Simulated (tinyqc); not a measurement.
Gas flow in a process chamber: flow regimes, conductance, effective pumping speed, pump-down, outgassing and purge: one step, computed by the program tinyqc.

Ideal gas, isothermal flow, a pump of constant speed at the end of a round pipe; process gas, volume gas and outgassing are given the same properties. 1 sccm = 101325 Pa x 1e-6 m^3/60 s x T/273.15 K.

Problem. Molecular flow. Mean speed c = sqrt(8 k_B T/(pi m)); aperture conductance C_a = c pi d^2/16; molecular pipe C_m = C_a/(1 + 3 l/(4 d)) (Dushman form); viscous pipe C_v = pi d^4 p_mean/(128 eta l); Knudsen interpolation C = C_v + C_m (1 + x)/(1 + 1.24 x), x = d p_mean sqrt(m/(k_B T))/eta. Effective speed 1/S_eff = 1/S + 1/C_m; time constant V/S_eff; pressure at which the free path k_B T/(sqrt2 pi d_m^2 p) equals d.

Inputs (values chosen for the exercise, modelled on oxygen near room temperature):

| quantity | value | unit |
|---|---|---|
| molar mass M | 32 | g/mol |
| molecular diameter | 0.36 | nm |
| temperature T | 300 | K |
| chamber volume V | 5.9 | L |
| pipe diameter d | 4 | cm |
| pipe length l | 16 | cm |
| pump speed S | 12 | L/s |

Constants: k_B = 1.380649e-23 J/K; u = 1.6605390666e-27 kg.

Give: mean speed c; C_a; C_m; S_eff in molecular flow; time constant; pressure where the free path equals d.

Solution.

mean speed c = 445.5 m/s

C_a = 140.0 L/s

C_m = 34.99 L/s

S_eff in molecular flow = 8.936 L/s

time constant = 0.6603 s

pressure where the free path equals d = 0.1798 Pa

The pipe passes on 74 % of the pump speed.
